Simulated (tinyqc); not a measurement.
Undoped gate-all-around wire MOSFET, analytic charge model: one step of the calculation.

An undoped round wire of radius R under an insulator shell and a surrounding gate; long channel, electrons only, n = ni exp((psi - V)/Vt) with V the quasi-Fermi potential (0 at the source, Vd at the drain), constant mobility, no quantisation. The radial Poisson equation gives n(r) = n(0)/(1 - (1 - b) r^2/R^2)^2 with b = Q0/(Q + Q0). Q is the electron charge per area of the wire surface.

Task. Charge at the source by Newton steps in y = ln(Q/Q0). With V = 0 and Q = Q0 exp(y): f = Q/Cox + Vt y + Vt ln(1 + Q/Q0) - (Vg - V0); df/dy = Q/Cox + Vt (1 + Q/(Q + Q0)); y(new) = y - f/(df/dy).

Parameters, values chosen for the exercise:

| symbol | value | unit | meaning |
|---|---|---|---|
| T | 293 | K | temperature |
| Vg | 0.69 | V | gate voltage |

Constants: q = 1.602176634e-19 C, kB = 1.380649e-23 J/K, Vt = kB T/q. Results are converted to the units shown.

y after iteration 1 = -0.64960695
Cox = 3.5320740 uF/cm^2
Q0 = 263.79785 nC/cm^2
V0 = 0.67093196 V

Give: Q; f; df/dy; y after iteration 2.

Result.

Q = 137.77 nC/cm^2
f = 0.014145 V
df/dy = 0.072916 V
y after iteration 2 = -0.84359

Numbers from tinyqc (`OMP_NUM_THREADS=1 python tinyqc.py 2460019 2460020 out.jsonl`; about 0.02 s on one thread of a shared Intel Xeon 2.30GHz).
